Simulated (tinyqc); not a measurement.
Gaussian against the exact two-step profile: two-step dopant diffusion (predeposition and drive-in) with a constant diffusivity. Computed by tinyqc, a small Python program. Command: `OMP_NUM_THREADS=1 python tinyqc.py 3000552 3000553 out.jsonl dopdiff walk`. One thread of a shared host (Intel(R) Xeon(R) Processor @ 2.30GHz), about 0.08 s of CPU time with the checks.

Fick diffusion into a half space x > 0 whose background doping C_B is of the opposite type, so that a junction lies where C = C_B.

Inputs (values chosen for the exercise, modelled on gallium in silicon):
```
quantity                        value    unit
prefactor D0                    0.441  cm^2/s
activation energy E              3.37      eV
surface concentration C_s     3.2e+18  1/cm^3
background doping C_B         4.9e+15  1/cm^3
predeposition temperature T1      975       C
predeposition time t1              30     min
drive-in temperature T2          1050       C
drive-in time t2                   90     min
ramp rate                          10   C/min
stand-by temperature              800       C
```

Furnace ramps of the drive-in: linear ramps.

Constants: k_B = 8.617333262e-05 eV/K.

Method:
- D = D0 exp(-E/(k_B T)).
- Temperatures in kelvin are T(C) + 273.15.
- Times in seconds are 60 times the minutes.
- One ramp between the stand-by temperature and T2 adds int D dT / rate (40-point Gauss-Legendre); the usual estimate counts it as an extra time k_B T2^2/(E rate) at T2. (Dt)2 = D2 t2 + two ramps, times in seconds.
- C = C_s erfc(x/(2 sqrt(D1 t1))); dose Q = 2 C_s sqrt(D1 t1/pi); the junction solves erfc(z) = C_B/C_s with x_j = 2 z sqrt(D1 t1).
- With a sealed surface and a thin source, C = Q/sqrt(pi (Dt)2) exp(-x^2/(4 (Dt)2)); x_j = 2 sqrt((Dt)2 ln(C(0)/C_B)); gradient at the junction |dC/dx| = C_B x_j/(2 (Dt)2).
- Exact two-step profile: C = (2 C_s/pi) int_0^alpha exp(-beta (1 + u^2))/(1 + u^2) du with alpha = sqrt(D1 t1/(Dt)2), beta = x^2/(4 (D1 t1 + (Dt)2)).
- The integral takes 48 Gauss-Legendre points; solve C(x) = C_B.
- Gaussian: C = Q/sqrt(pi (Dt)2) exp(-x^2/(4 (Dt)2)).
- Depths are fractions of the Gaussian x_j.

surface concentration C(0) (Gaussian) = 4.62859e+17 1/cm^3

junction depth x_j = 0.831181 um

drive-in budget (Dt)2 = 3.79746e-10 cm^2

product D1 t1 = 1.96033e-11 cm^2

exact junction depth = 0.843869 um

Profiles:
```
x/x_j   x (um)  Gaussian (1/cm^3)  exact (1/cm^3)   ratio
0.0    0.00000         4.6286e+17      4.5513e+17  1.0170
0.2    0.16624         3.8587e+17      3.8171e+17  1.0109
0.4    0.33247         2.2357e+17      2.2518e+17  0.9928
0.6    0.49871         9.0024e+16      9.3454e+16  0.9633
0.8    0.66495         2.5193e+16      2.7290e+16  0.9232
1.0    0.83118         4.9000e+15      5.6092e+15  0.8736
1.2    0.99742         6.6235e+14      8.1173e+14  0.8160
```

What follows from these numbers?

With D1 t1/(Dt)2 = 0.052, the Gaussian is 1.7 % high at the surface and 13 % low at its own junction; the exact junction lies at 0.8439 um, 1.5 % deeper. The dose is the same, but the real source already has a width, which carries into the tail.
